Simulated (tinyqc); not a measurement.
Grain-boundary diffusion: Harrison regimes, Fisher and Le Claire analysis, Hart average. Inputs raised by 10 %, one at a time. Computed by tinyqc, a small Python program. Command: `OMP_NUM_THREADS=1 python tinyqc.py 3010057 3010058 out.jsonl gbdiff sens`. One thread of a shared host (Intel(R) Xeon(R) Processor @ 2.30GHz), about 0.01 s of CPU time with the checks.

A boundary is a slab of width delta with diffusivity D_b, normal to a surface held at constant concentration; it leaks into grains of diffusivity D.

Inputs (values chosen for the exercise, for a model polycrystal):

| quantity | value | unit |
|---|---|---|
| lattice prefactor D0 | 5.5e-06 | m^2/s |
| lattice activation energy E | 2.6 | eV |
| boundary prefactor D0b | 4e-06 | m^2/s |
| boundary activation energy E_b | 1.4 | eV |
| boundary width delta | 0.86 | nm |
| segregation factor s | 10 | - |
| grain size d | 0.17 | um |
| temperature T | 892 | K |
| time t | 220000 | s |

Constants: k_B = 8.617333262e-05 eV/K.

Method:
- D = D0 exp(-E/(k_B T)), D_b = D0b exp(-E_b/(k_B T)).
- Triple product P = s delta D_b.
- l = sqrt(D t); P = s delta D_b; alpha = s delta/(2 l); beta = P/(2 D l). Regime A if l > 3 d, C if alpha > 1, B if alpha < 0.1, l < d/4 and beta > 10, otherwise a transition.
- Hart average for parallel slabs: f = delta/d, D_eff = (s f D_b + (1 - f) D)/(1 - f + s f); share of the boundaries = s f D_b/(s f D_b + (1 - f) D); depth sqrt(D_eff t).

Runs:

| input moved | from | to | D_eff (m^2/s) | share of the boundaries | beta | depth sqrt(D_eff t) (um) |
|---|---|---|---|---|---|---|
| base run | - | - | 2.3813e-15 | 1.00000 | 3.7906e+05 | 22.888 |
| lattice prefactor D0 (m^2/s) | 5.5e-06 | 6.05e-06 | 2.3813e-15 | 1.00000 | 3.2857e+05 | 22.888 |
| lattice activation energy E (eV) | 2.6 | 2.86 | 2.3813e-15 | 1.00000 | 6.0562e+07 | 22.888 |
| boundary prefactor D0b (m^2/s) | 4e-06 | 4.4e-06 | 2.6194e-15 | 1.00000 | 4.1697e+05 | 24.006 |
| boundary width delta (nm) | 0.86 | 0.946 | 2.6080e-15 | 1.00000 | 4.1697e+05 | 23.953 |
| grain size d (um) | 0.17 | 0.187 | 2.1734e-15 | 1.00000 | 3.7906e+05 | 21.867 |
| temperature T (K) | 892 | 981.2 | 1.2471e-14 | 0.99998 | 1.9707e+04 | 52.380 |
| segregation factor s | 10 | 11 | 2.6068e-15 | 1.00000 | 4.1697e+05 | 23.948 |

Exponents ln(y'/y) / ln(x'/x):

| input | D_eff | share of the boundaries | beta | depth sqrt(D_eff t) |
|---|---|---|---|---|
| lattice prefactor D0 | 0.000 | 0 | -1.500 | 0.000 |
| lattice activation energy E | 0.000 | 0 | 53.234 | 0.000 |
| boundary prefactor D0b | 1.000 | 0 | 1.000 | 0.500 |
| boundary width delta | 0.954 | 0 | 1.000 | 0.477 |
| grain size d | -0.958 | 0 | 0.000 | -0.479 |
| temperature T | 17.372 | 0 | -31.022 | 8.686 |
| segregation factor s | 0.949 | 0 | 1.000 | 0.475 |

To which inputs is each result most sensitive?

Among the inputs moved here: D_eff answers most in size to temperature T (exponent +17.372), next to boundary prefactor D0b (+1.000); its exponent is below 0.0005 for lattice prefactor D0, lattice activation energy E. Its exponent -0.958 in grain size d: boundaries carry the flux, in proportion to their number. Share of the boundaries hardly depends on these (all exponents below 0.005). Beta answers most in size to lattice activation energy E (exponent +53.234), next to temperature T (-31.022); its exponent is below 0.0005 for grain size d. Depth sqrt(D_eff t) answers most in size to temperature T (exponent +8.686), next to boundary prefactor D0b (+0.500); its exponent is below 0.0005 for lattice prefactor D0, lattice activation energy E.

Caution (all rows): outside regime A (which needs sqrt(D t) above about 3 d) the Hart average and its depth are formal: they describe a profile only in regime A or at steady state.
